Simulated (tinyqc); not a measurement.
Resistance of a source-drain extension with a graded tip: two steps of the calculation.

y runs along the channel, the gate covers y > 0. The doping is N0 for y < y0 and N0 10^(-(y - y0)/la) beyond, uniform over the depth xj. Sheet conductance s(y) = q mu(N) max(N - Nch, 0) xj + (for y > 0) ma Cox Vo, with mu(N) = u0 + (u1 - u0)/(1 + (N/Nr)^au) and Cox = eps0 eox/tox. Current is taken as one-dimensional; depletion of the tip, spreading and the contact are left out. The metallurgical junction lies at yj, where N = Nch.

Parameters, values chosen for the exercise; mobility law close to that of electrons in silicon: relative permittivity of the gate insulator (close to silicon nitride) eox = 7.46; insulator thickness tox = 2.1 nm; active doping of the extension far from the gate N0 = 1.1e20 cm^-3; lateral abruptness la = 5.3 nm/decade; position under the gate where the fall begins (gate edge at 0) y0 = -0.2 nm; depth of the extension xj = 17 nm; channel doping Nch = 8.8e17 cm^-3; gate overdrive Vo = 0.52 V; mobility of the gate-induced layer ma = 170 cm^2/(V s); mobility at low doping u1 = 1414 cm^2/(V s); mobility at high doping u0 = 68.5 cm^2/(V s); reference doping Nr = 9.2e16 cm^-3; exponent au = 0.711; gate length Lg = 50 nm.

Constants: q = 1.602176634e-19 C, eps0 = 8.8541878128e-14 F/cm where lengths are in cm. Results are converted to the units shown.

Task 1. Sheet resistances and junction position. yj = y0 + la log10(N0/Nch); sheet resistance of the full extension 1/[q mu(N0)(N0 - Nch) xj] and of the gate-induced layer 1/(ma Cox Vo); metallurgical length Lg - 2 yj; ye is where the doped and the gate-induced conductances are equal.

Find: yj; sheet resistance of the extension; sheet resistance of the induced layer; metallurgical length; ye; N at ye.

Result 1.

yj = 10.914 nm
sheet resistance of the extension = 436.01 ohm/square
sheet resistance of the induced layer = 3596.5 ohm/square
metallurgical length = 28.173 nm
ye = 5.3912 nm
N at ye = 9.6926e18 cm^-3

The gate takes over 5.52 nm before the junction, where N is still 11.0 times the channel doping.

Task 2. Resistance of the overlapped part. Midpoint rule on 8 equal steps from 0 to yj: R_ov = sum h/s(y), per width.

Wanted: y; N; doped conductance; sheet resistance; R_ov.

Result 2.

```
point,y (nm),N (cm^-3),doped conductance (uS),sheet resistance (ohm/square)
0,0.6821,7.498e19,1612,529.1
1,2.046,4.145e19,947.5,816.0
2,3.411,2.292e19,567.8,1182
3,4.775,1.267e19,346.4,1601
4,6.139,7.004e18,212.8,2037
5,7.503,3.872e18,127.6,2465
6,8.867,2.141e18,68.08,2889
7,10.23,1.184e18,21.22,3341
```

R_ov = 20.27 ohm um

tinyqc, about 0.03 s, one thread, Intel Xeon 2.30GHz (shared host): `OMP_NUM_THREADS=1 python tinyqc.py 2282270 2282271 out.jsonl`
